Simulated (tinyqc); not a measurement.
# Metal gate on a two-layer dielectric stack with fixed charge and a dipole: two studies

Gate, layer 2, layer 1, p-type semiconductor; x runs from the gate inwards. Charges are counted in units of +q. psi is the band bending at the surface, positive towards inversion. Classical charge, Boltzmann statistics, no interface traps.

Inputs (values chosen for the exercise); band and dielectric values close to those of 4H silicon carbide, layer 1 close to silicon dioxide, layer 2 close to aluminium oxide: temperature T = 300 K; band gap Eg = 3.22 eV; relative permittivity eps_r = 9.73; conduction-band density of states at T Nc = 1.68e19 cm^-3; valence-band density of states at T Nv = 2.5e19 cm^-3; electron affinity chi = 3.57 eV; acceptor density Na = 1e16 cm^-3; work function of the gate metal pM = 4.2 eV; thickness of layer 1, next to the semiconductor t1 = 1.3 nm; relative permittivity of layer 1 e1 = 3.91; thickness of layer 2, next to the gate t2 = 4.5 nm; relative permittivity of layer 2 e2 = 9.25; fixed charge at the semiconductor interface Q1 = 3.5e11 cm^-2; fixed charge between the layers Q2 = -2.4e12 cm^-2; uniform charge density in layer 1 r1 = 0 cm^-3; uniform charge density in layer 2 r2 = 0 cm^-3; flat-band shift by a dipole layer between the layers Vd = 0 V.

Constants: q = 1.602176634e-19 C, kB = 1.380649e-23 J/K, Vt = kB T/q, eps0 = 8.8541878128e-14 F/cm where lengths are in cm. Results are converted to the units shown.

Each table varies one quantity; the others keep the values above.

## Threshold against doping

EOT = 3.9 (t1/e1 + t2/e2), Cox = eps0/(t1/e1 + t2/e2); phi_ms = pM - (chi + Eg - Vt ln(Nv/Na)). Vfb = phi_ms + Vd - (q/eps0) [Q1 (t1/e1 + t2/e2) + Q2 t2/e2 + r1 (t1^2/(2 e1) + t1 t2/e2) + r2 t2^2/(2 e2)]: each charge counts with its electrical distance from the gate. ni = sqrt(Nc Nv) exp(-Eg/(2 Vt)), Eg in volts, pB = Vt ln(Na/ni), Vth = Vfb + 2 pB + sqrt(4 q eps0 eps_r Na pB)/Cox.

Threshold against doping:
```
Na (cm^-3),phi_ms (V),2 pB (V),Qd/Cox (V),Vth (V)
1.1e15,-2.331,2.712,0.02654,0.5669
4e15,-2.364,2.778,0.05123,0.6250
1.4e16,-2.396,2.843,0.09696,0.7031
4.9e16,-2.429,2.908,0.1834,0.8219
1.7e17,-2.461,2.972,0.3454,1.016
6e17,-2.494,3.037,0.6561,1.359
2.1e18,-2.526,3.102,1.240,1.976
```

What does the table show?

Vth rises from 0.567 to 1.98 V. Of the change, phi_ms + 2 pB gives 195 mV (Vt ln 10 a decade) and the depletion charge 1210 mV, growing as Na^(0.51).

## Flat band against the thickness t2

Same model as above.

Flat band against the thickness t2:
```
t2 (nm),EOT (nm),Vfb (V),Vth (V)
1,1.7183,-2.3687,0.50100
1.7,2.0134,-2.3406,0.53662
2.4,2.3086,-2.3125,0.57225
3.1,2.6037,-2.2845,0.60787
3.9,2.9410,-2.2524,0.64858
4.6,3.2361,-2.2243,0.68420
5.3,3.5313,-2.1962,0.71982
6,3.8264,-2.1682,0.75544
```

What does the table show?

Vfb rises from -2.37 to -2.17 V and Vth rises from 0.501 to 0.755 V. The slope dVfb/dEOT is 95.1 mV/nm between the first two rows and 95.1 between the last two: a straight line, set by the charge below the growing layer, which reads as -2.05e12 cm^-2. A line through the end rows meets EOT = 0 at -2.53 V, against phi_ms + Vd = -2.39 V; an effective work function read from it is off by -144 mV from pM.

Numbers from tinyqc (`OMP_NUM_THREADS=1 python tinyqc.py 2010091 2010092 out.jsonl`; about 0.01 s on one thread of a shared Intel Xeon 2.30GHz).
